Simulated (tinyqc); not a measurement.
Ionisation and resistivity against doping: donors with valley-orbit split 1s states.

Each donor binds at most one electron, in any of its states. For a site s, W_s = sum over its states of g exp(E/kT), and the ionised share is 1/(1 + W_s exp(eta)), eta = (EF - Ec)/kT; n = Nc F_1/2(eta); neutrality n + NA = ND x (mean ionised share); holes are neglected. Nc from N = 2 (m kB T/(4 pi c))^(3/2) with c = hbar^2/2m0, in 1/angstrom^3; times 1e24 for 1/cm^3, m = md. F_j(eta) = (1/Gamma(j + 1)) integral_0^infinity x^j dx/(1 + exp(x - eta)), which tends to exp(eta) for eta << 0.

Mobility (Caughey-Thomas form): mu = mu0 + (mu1 (T/300)^(-ga) - mu0)/(1 + ((ND + NA)/Nr)^de); rho = 1/(e n mu), e = 1.602176634e-19 C.

Constants: hbar^2/2m0 = 3.80998211 eV angstrom^2; kB = 8.617333262e-05 eV/K.

Inputs chosen for the exercise (near those of P in Si; the results hold for these values, not for the real material): md = 1.081 m0 (density-of-states mass of the conduction band); E = (46.5, 34.8, 34) meV (binding energies of 1s(A1), 1s(T2), 1s(E)); g = (2, 6, 4) (their degeneracies with spin); T = 350 K; mu0 = 67 cm^2/(V s) (mobility at heavy doping); mu1 = 1332 cm^2/(V s) (mobility at light doping and 300 K); Nr = 1e+17 1/cm^3 (reference doping); de = 0.72 (doping exponent); ga = 2.3 (temperature exponent).

NA = 0.

Results:

| ND (1/cm^3) | n (1/cm^3) | n/ND | mu (cm^2/(V s)) | rho (ohm cm) | rho at full ionisation |
|---|---|---|---|---|---|
| 1.0e+14 | 1.00e+14 | 1.000 | 928 | 67.2 | 67.2 |
| 1.0e+15 | 9.99e+14 | 0.999 | 904 | 6.91 | 6.90 |
| 1.0e+16 | 9.89e+15 | 0.989 | 796 | 0.793 | 0.785 |
| 3.0e+16 | 2.90e+16 | 0.968 | 678 | 0.317 | 0.307 |
| 1.0e+17 | 9.06e+16 | 0.906 | 501 | 0.138 | 0.125 |
| 3.0e+17 | 2.36e+17 | 0.787 | 338 | 0.0783 | 0.0616 |
| 1.0e+18 | 5.94e+17 | 0.594 | 206 | 0.0511 | 0.0303 |
| 2.0e+18 | 9.52e+17 | 0.476 | 157 | 0.0418 | 0.0199 |

What does the comparison show, and why?

From 1e16 to 1e18 1/cm^3 rho falls by a factor 15.5, not 100: the mobility takes a factor 3.87 and incomplete ionisation 1.67. n/ND is below 0.9 from 3e+17 1/cm^3 on. From a few times 1e18 1/cm^3 on, depending on the dopant, the levels merge with the band, and already below that screening lowers the binding energy, so the last rows understate n.

Computed by tinyqc, a small Python program: `OMP_NUM_THREADS=1 python tinyqc.py 1651763 1651764 out.jsonl` (the numbers bound the seed that draws the inputs); one thread of a shared host (Intel(R) Xeon(R) Processor @ 2.30GHz), about 0.01 s for the whole set of steps.
